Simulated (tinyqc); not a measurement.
Resistance of a tapered via with liner, size effect and interface: via resistance against the diameter at the bottom.

A round via whose diameter grows from db at the bottom as D(z) = db + 2 z/tan(ang). The fill, of diameter D - 2 tl, starts above the bottom liner (thickness fb tl) and has rho = rho0 (1 + ks lam/(D - 2 tl)); the sidewall liner conducts in parallel with it. The bottom liner and the interface are crossed over the full area pi db^2/4. Spreading in the lines above and below is left out.

Slices between z0 = fb tl and hv, evaluated at their midpoints: conductance per length pi/4 [(D - 2 tl)^2/rho + (D^2 - (D - 2 tl)^2)/rl], slice resistance = slice height over that. 2000 slices. R_fill = sum of the slices; R_bottom = rl fb tl/(pi db^2/4); R_interface = ri/(pi db^2/4); ballistic (Sharvin) limit 1/(Sb pi (db - 2 tl)^2/4); ideal cylinder rho0 hv/(pi db^2/4).

Values chosen for this exercise; fill metal close to ruthenium:

| symbol | value | unit | meaning |
|---|---|---|---|
| hv | 160 | nm | height |
| ang | 88 | degrees | sidewall angle |
| rho0 | 8.02 | uohm cm | bulk resistivity of the fill |
| lam | 6.61 | nm | mean free path of the fill |
| ks | 0.8 |  | size-effect factor |
| tl | 0 | nm | liner on the sidewall |
| fb | 0.7 |  | liner at the bottom over that on the sidewall |
| rl | 300 | uohm cm | resistivity of the liner |
| ri | 9.3e-13 | ohm cm^2 | interface resistivity at the bottom |
| Sb | 1.5e15 | S/m^2 | ballistic conductance per area, about 3/(4 rho0 lam) |

The same in every row: R_bottom (ohm) = 0.

Result of one run:
```
db (nm),R_fill (ohm),R_interface (ohm),R (ohm),ballistic limit (ohm),R over ideal cylinder,largest part
58,4.413,0.03520,4.449,0.2523,0.9160,fill
```

What becomes of these results when the diameter at the bottom db is changed from 58 to 11 nm, all else the same?

Result of the changed run:
```
db (nm),R_fill (ohm),R_interface (ohm),R (ohm),ballistic limit (ohm),R over ideal cylinder,largest part
11,91.07,0.9786,92.05,7.015,0.6817,fill
```

The whole series:
```
db (nm),R_fill (ohm),R_interface (ohm),R (ohm),ballistic limit (ohm),R over ideal cylinder,largest part
6,252.8,3.289,256.1,23.58,0.5643,fill
8.3,147.0,1.719,148.7,12.32,0.6271,fill
11,91.07,0.9786,92.05,7.015,0.6817,fill
16,47.44,0.4625,47.91,3.316,0.7506,fill
22,26.86,0.2447,27.11,1.754,0.8030,fill
30,15.24,0.1316,15.37,0.9431,0.8469,fill
42,8.140,0.06713,8.207,0.4812,0.8861,fill
58,4.413,0.03520,4.449,0.2523,0.9160,fill
80,2.379,0.01850,2.397,0.1326,0.9391,fill
```

R falls from 256 to 2.40 ohm. The fill is the largest part at db = 6 and in all other rows. R goes as db^(-1.68) between the first two rows and db^(-1.92) between the last two; area alone gives -2.

Program tinyqc, `OMP_NUM_THREADS=1 python tinyqc.py 2750166 2750167 out.jsonl`; Intel Xeon 2.30GHz, shared host, one thread, about 0.01 s.
